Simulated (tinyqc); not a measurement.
Admittance spectroscopy of a deep trap: two steps of the calculation.

Schottky contact on an n-type layer with shallow donors Nd (all ionised) and a donor-like deep trap, neutral when filled and positive when empty; depletion approximation. Traps within lam of the depletion edge stay filled. The traps at xt = W - lam, where the level crosses the Fermi level, follow a slow signal and not a fast one. w = 2 pi f.

Values chosen for this exercise; material values those of a made-up semiconductor:
```
symbol,value,unit,meaning
eps_r,11.1,,relative permittivity
Nc,3.45e19,cm^-3,conduction-band density of states at 300 K
vth,2.1e7,cm/s,thermal velocity at 300 K
Nd,2e16,cm^-3,shallow donor density
Vbi,0.46,V,built-in voltage
Et,0.31,eV,depth of the trap below the conduction edge
sn,1.4e-14,cm^2,capture cross-section
Nt,5.2e15,cm^-3,trap density
Vr,0,V,reverse bias
f,21000,Hz,signal frequency
T,189,K,temperature
```

Constants: q = 1.602176634e-19 C, kB = 1.380649e-23 J/K, eps0 = 8.8541878128e-14 F/cm where lengths are in cm. Results are converted to the units shown.

Question 1. Widths and limiting capacitances. lam = sqrt(2 eps0 eps_r (EF - ET)/(q Nd)), EF - ET = Et - (kB T/q) ln(Nc(T)/Nd), Nc(T) = Nc (T/300 K)^1.5. In the steady state at the band bending V, 2 eps0 eps_r V/q = Nd W^2 + Nt (W - lam)^2 (the second term only if W > lam). V = Vbi + Vr. C_HF = eps0 eps_r/W, C_LF = eps0 eps_r (Nd + Nt)/(Nd W + Nt xt).

Find: lam; W; xt; C_HF; C_LF.

Answer 1.

lam = 110.7 nm
W = 165.6 nm
xt = 54.90 nm
C_HF = 59.34 nF/cm^2
C_LF = 68.83 nF/cm^2

The step is 16.0 % of C_HF.

Question 2. Admittance at the signal frequency. Emission rate en = sn vth(T) Nc(T) exp(-Et/kB T) = sn g T^2 exp(-Et/kB T), g = vth Nc/(300 K)^2, as vth goes as T^0.5 and Nc as T^1.5 (degeneracy factor 1). Inflection frequency w0 = 2 en [1 + Nt xt/(Nd W)]; C = C_HF + (C_LF - C_HF)/(1 + (w/w0)^2), G/w = (C_LF - C_HF)(w/w0)/(1 + (w/w0)^2).

W = 165.63217 nm
xt = 54.895884 nm
C_HF = 59.337197 nF/cm^2
C_LF = 68.833331 nF/cm^2

Find: en; w0/(2 pi); C; G/w.

Answer 2.

en = 21804 1/s
w0/(2 pi) = 7538.7 Hz
C = 60.421 nF/cm^2
G/w = 3.0198 nF/cm^2

The signal is faster than the trap, which mostly does not follow it.

Numbers from tinyqc (`OMP_NUM_THREADS=1 python tinyqc.py 2050163 2050164 out.jsonl`; about 0.01 s on one thread of a shared Intel Xeon 2.30GHz).
